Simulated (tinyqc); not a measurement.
Inside a calculation. Method: Rayleigh-quotient iteration on a symmetric matrix. Computed by tinyqc, a small Python program that keeps every step. Settings: method = rayleigh, shift = 1.48. Command: `OMP_NUM_THREADS=1 python tinyqc.py 20484 20485 out.jsonl` (the two numbers bound the seeds that draw the settings). One thread of a shared host (Intel(R) Xeon(R) Processor @ 2.60GHz), about 0.01 s of CPU time with the checks.

## Step 1

A, lower triangle:
```
          1          2         3          4         5
1  0.156000
2  0.594000   0.999000
3  0.160000  -0.013000  1.223000
4  0.235000   0.097000  0.269000   2.717000
5  0.547000  -0.003000  0.297000  -0.104000  4.475000
```

vector v at the start: 0.447214  0.447214  0.447214  0.447214  0.447214

shift = 1.480000

solve (A - shift) w = v; v' = w/|w| with its largest component positive (the first on a tie); lambda = v'^T A v'; the next shift is lambda.

vector after step 1: 0.382925  0.767143  0.320655  -0.363086  -0.173809

Rayleigh quotient after step 1 = 1.311533

## Step 2

As before.

vector after step 2: 0.419752  0.885356  0.110137  -0.144241  -0.083775

Rayleigh quotient after step 2 = 1.259284

## Course of the iteration

Stop when the residual |A v - lambda v| is below 1e-9.

Steps:

| step | lambda | residual |
|---|---|---|
| 1 | 1.31153335 | 3.67e-01 |
| 2 | 1.25928415 | 1.86e-02 |
| 3 | 1.26121028 | 2.67e-04 |
| 4 | 1.26121092 | 1.55e-09 |
| 5 | 1.26121092 | 3.31e-16 |

all eigenvalues, for comparison: -0.220206  1.150697  1.261211  2.802983  4.575315

Converged in 5 steps.
